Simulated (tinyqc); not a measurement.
Absorber share: periodic multilayer mirror for extreme ultraviolet light.

s polarisation, vacuum above. q_j = sqrt(N_j^2 - sin^2 theta); interface r_jk = (q_j - q_k)/(q_j + q_k) exp(-2 (2 pi/lam)^2 q_j q_k sg^2) (Nevot-Croce; sg = 0 if not given); phase factor of a layer x_j = exp(4 pi i q_j d_j/lam). Each period has the spacer (thickness (1 - Gm) L) on top of the absorber (Gm L). In this recursion R is the amplitude; R in tables and results is the reflectance, its squared modulus. The substrate is of the spacer material. Starting with R = 0 in it, each interface upward gives R -> (r + R x)/(1 + r R x), x that of the layer below the interface (1 for the substrate).

Values chosen for the exercise (optical constants near those of Mo and Si at 13.5 nm; shifted at random, so the results belong to these values and not to a real crystal):
- lam = 13.5 nm (wavelength)
- dA = (0.0735, 0.00618) (delta and beta of the absorber, N = 1 - delta + i beta)
- dS = (0.0012, 0.00183) (delta and beta of the spacer and the substrate)
- theta = 0 degrees (angle from the normal)
- sg = 0.2 nm (interface roughness)
- Np = 40 (periods)

For each Gm the period is set so that lam_B = 2 L Re(mean q) equals lam - 0.09 nm.

Results:
```
Gm    L (nm)      R
0.15   6.787  0.456
0.20   6.812  0.581
0.25   6.837  0.654
0.30   6.862  0.693
0.35   6.888  0.712
0.40   6.913  0.719
0.50   6.965  0.709
0.60   7.018  0.671
0.70   7.071  0.593
```

Give the missing row, Gm = 0.45.

Computed row:
```
Gm    L (nm)      R
0.45   6.939  0.717
```

The largest value listed is 0.719 at 0.4. The contrast of a period goes as sin(pi Gm) and is largest at 0.5, while the loss grows with Gm; R is 0.709 at 0.5, 0.693 at 0.3 and 0.593 at 0.7. Absorption pulls the best share below 0.5.

Computed by tinyqc, a small Python program: `OMP_NUM_THREADS=1 python tinyqc.py 1651478 1651479 out.jsonl` (the numbers bound the seed that draws the inputs); one thread of a shared host (Intel(R) Xeon(R) Processor @ 2.30GHz), about 0.01 s for the whole set of steps.
